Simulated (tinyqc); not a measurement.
Band-to-band tunnelling and avalanche in a reverse-biased abrupt junction. From tunnel current density back to reverse bias V_R. Computed by tinyqc, a small Python program. Command: `OMP_NUM_THREADS=1 python tinyqc.py 3005322 3005323 out.jsonl zener inv`. One thread of a shared host (Intel(R) Xeon(R) Processor @ 2.30GHz), about 0.01 s of CPU time with the checks.

Direct Kane tunnelling in the local field (for indirect gaps the mass is an effective fit) and one ionisation coefficient for both carriers. N is the doping of the light side, or N_A N_D/(N_A + N_D) for the symmetric junction; the built-in voltage is taken as E_g/e.

Inputs (values chosen for the exercise, modelled on In0.53Ga0.47As):

| quantity | value | unit |
|---|---|---|
| band gap at 300 K, E_g | 0.751 | eV |
| gap narrowing with temperature, -dE_g/dT | 0.33 | meV/K |
| reduced tunnelling mass m_r | 0.028 | m_0 |
| permittivity eps | 13.9 | - |
| ionisation prefactor a | 4.8e+06 | 1/cm |
| ionisation field at 300 K, b | 1.6e+06 | V/cm |
| relative rise of b with temperature | 8.1 | 1e-4/K |
| effective doping N | 9.3e+17 | 1/cm^3 |
| temperature T | 300 | K |

Junction: one-sided.

Constants: eps_0 = 8.8541878128e-12 F/m; e = 1.602176634e-19 C; m_0 = 9.1093837015e-31 kg; hbar = 1.054571817e-34 J s.

Method:
- E_g(T) = E_g - (T - 300 K)(-dE_g/dT); b(T) = b [1 + (rise)(T - 300 K)]; w = sqrt(2 eps eps_0 (V_R + E_g/e)/(e N)); F_m = 2 (V_R + E_g/e)/w; the field falls linearly from F_m to 0 across w.
- Kane: G(F) = A F^2 exp(-B/F), A = e^2 sqrt(m_r)/(18 pi hbar^2 sqrt(E_g)), B = pi sqrt(m_r) E_g^(3/2)/(2 e hbar), SI units; J = e int G dx x V_R/(V_R + E_g/e), the last factor making J vanish at zero bias; int G dx = (w/F_m) int_0^F_m G dF by 64 Gauss-Legendre points.
- Avalanche: I = (w/F_m) int_0^F_m a exp(-b/F) dF by 64 Gauss-Legendre points, M = 1/(1 - I), breakdown at I = 1.

Task: A run gave the result below. Find the reverse bias V_R, known to lie between 0.48 and 1.4 V.

tunnel current density = 59.52021 A/cm^2

Result:

Each step takes the trial c = (a f_b - b f_a)/(f_b - f_a), f being the result less the target and a, b, c the logarithms of the listed values; c replaces end b, the old b replaces a if the sign of f changed, and otherwise f_a is halved.

Scan of the range:

| reverse bias V_R (V) | tunnel current density (A/cm^2) |
|---|---|
| 0.480 | 12.281 |
| 0.574 | 23.610 |
| 0.686 | 46.806 |
| 0.820 | 95.609 |
| 0.980 | 200.010 |
| 1.170 | 424.646 |
| 1.400 | 922.790 |

False position (Illinois rule, in the logarithm of the input) inside the bracket:

| step | end a | end b | trial | tunnel current density (A/cm^2) |
|---|---|---|---|---|
| 1 | 0.686000 | 0.820000 | 0.718641 | 56.2299 |
| 2 | 0.820000 | 0.718641 | 0.726607 | 58.7468 |
| 3 | 0.820000 | 0.726607 | 0.730227 | 59.9200 |
| 4 | 0.726607 | 0.730227 | 0.728992 | 59.5175 |
| 5 | 0.730227 | 0.728992 | 0.729000 | 59.5202 |
| 6 | 0.730227 | 0.729000 | 0.729000 | 59.5202 |
| 7 | 0.729000 | 0.729000 | 0.729000 | 59.5202 |

Tunnel current density rises at every point of a 13-point scan of the range (every second point is shown), so one value fits; it is bracketed by 0.686 and 0.820. Answer: reverse bias V_R = 0.7290 V.
